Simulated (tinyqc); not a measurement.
# Joule-heated wire on a substrate, fin equation: effect of the conductivity along the wire

A wire of length L loses heat along itself to two contacts and sideways to the substrate: kap A theta'' - g theta + p = 0 with theta = T - T0 and p = p0. The ends are held at T0. Constant conductivity, diffusive heat flow.

The equation is solved on 800 equal steps and the peak is the largest node value. LH = sqrt(kap A/g); the share is the integral of g theta over that of p.

Parameters, values chosen for the exercise:
- A = 3600 nm^2 (cross-section)
- g = 0.31 W/(m K) (conductance per length to the substrate)
- L = 7000 nm (length between the contacts)
- Rc = 0 K/uW (thermal resistance of each contact)
- p0 = 0.057 uW/nm (heating per length)

Effect of the conductivity along the wire:
```
kap (W/(m K)),LH (nm),L/LH,peak theta (K),peak/(p0/g),share to the substrate (%)
16,431.1,16.24,183.8,0.9994,87.68
34,628.4,11.14,182.5,0.9924,82.05
74,927.0,7.551,175.4,0.9542,73.54
160,1363,5.135,155.8,0.8475,61.51
340,1987,3.523,122.5,0.6662,46.48
740,2931,2.388,81.81,0.4449,30.33
1600,4311,1.624,47.48,0.2582,17.40
```

Read the table: what changes, and by how much?

As kap goes from 16 to 1600 W/(m K), the peak theta falls from 184 to 47.5 K and the share of heat to the substrate falls from 87.7 to 17.4 %; L/LH goes from 16 to 1.6. Where L/LH is smallest the peak reaches 0.26 of p0/g, where it is largest 1.0: contacts cool the wire only within a few healing lengths.

tinyqc, about 0.01 s, one thread, Intel Xeon 2.30GHz (shared host): `OMP_NUM_THREADS=1 python tinyqc.py 2520128 2520129 out.jsonl`
